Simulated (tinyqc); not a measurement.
# Worked calculation: floating body of a partially depleted SOI transistor: body voltage and kink

tinyqc, about 0.2 s, one thread, Intel Xeon 2.30GHz (shared host): `OMP_NUM_THREADS=1 python tinyqc.py 2182188 2182189 out.jsonl` Printed values are rounded.

Source at 0 V. Channel current Ic = 2 nf K Vt^2 [F(0) - F(Vd)](1 + la Vd), F(V) = ln^2(1 + exp((Vg - VT - nf V)/(2 nf Vt))), VT = VT0 - gb Vb. Saturation voltage Vs = 2 Vt sqrt(F(0)) + 3 Vt, excess Ve = (Vd - Vs + sqrt((Vd - Vs)^2 + 0.0004 V^2))/2, multiplication M1 = Ai Ve exp(-Bl/Ve). Each junction passes D(v) = J1 (exp(v/Vt) - 1) + J2 (exp(v/(2 Vt)) - 1). Bipolar current Ib = bb J1 (exp(Vb/Vt) - 1). The body settles where M1 (Ic + Ib) = D(Vb) + D(Vb - Vd) + Vb/Rb; drain current Id = (1 + M1)(Ic + Ib) - D(Vb - Vd).

Values chosen for this exercise; values of the order met in partially depleted silicon-on-insulator transistors: temperature T = 398 K; threshold at zero body voltage VT0 = 0.53 V; fall of the threshold per volt of body voltage gb = 0.14; slope factor nf = 1.38; gain factor per width K = 570 uA/(V^2 um); channel-length modulation factor la = 0.02 1/V; impact-ionisation prefactor Ai = 3.14 1/V; impact-ionisation voltage Bl = 6.9 V; diffusion saturation current of each junction J1 = 2.4e-9 uA/um; recombination saturation current of each junction J2 = 1e-7 uA/um; gain of the lateral bipolar transistor on the diffusion current bb = 0; resistance of a weak body tie to the source (1e9 stands for no tie, and the term is then dropped) Rb = 20000 kohm um; gate voltage Vg = 0.99 V; drain voltage Vd = 1.1 V.

Constants: q = 1.602176634e-19 C, kB = 1.380649e-23 J/K, Vt = kB T/q. Results are converted to the units shown.

Range of the model: The multiplication law is an empirical form chosen for the exercise; self-heating and capacitive coupling to the body are left out, and the linear laws are rough once Vb passes about 0.7 V or M1 about 0.1.

## Starting value

Vb = 0.03 V.

Vb at the start = 0.03 V

## Iteration 1: new Vb

Current into the body I_in = M1 (Ic + Ib) - D(Vb - Vd), current out I_out = D(Vb) + Vb/Rb; f = ln(I_in/I_out), s = df/dVb by central differences over 1e-5 V, Vb(new) = Vb - f/s.

Ic = 45.61786 uA/um
Ve = 0.6603767 V
M1 = 6.011186e-5
I_in = 0.002742277 uA/um
I_out = 0.001500058 uA/um
f = 0.6032846
s = -34.48119 1/V
Vb after iteration 1 = 0.04749605 V

## Iteration 2: new Vb

As before.

Ic = 46.09632 uA/um
Ve = 0.6586151 V
M1 = 5.829919e-5
I_in = 0.002687480 uA/um
I_out = 0.002374910 uA/um
f = 0.1236447
s = -22.21457 1/V
Vb after iteration 2 = 0.05306198 V

## Course of the iteration

Stop when the step is below 1e-10 V, or after 40 iterations.

Course of the iteration:
```
iteration  Vb before the step (V)  step (V)
1                            0.03    0.0175
2                      0.04749605   5.57e-3
3                      0.05306198   3.18e-4
4                      0.05337993   8.97e-7
5                      0.05338082  7.09e-12
```

Converged in 5 iterations.

## Drain current with floating and with grounded body

converged Vb = 0.05338082 V

Id and VT at the converged Vb, Id at Vb = 0, their ratio, and the bipolar share Ib/(Ic + Ib).

VT = 0.5225267 V
Id, floating = 46.26050 uA/um
Id, grounded = 44.80633 uA/um
ratio = 1.032454
bipolar share = 0.000000 %

The body rises to 0.0534 V and lowers the threshold by 7.47 mV.
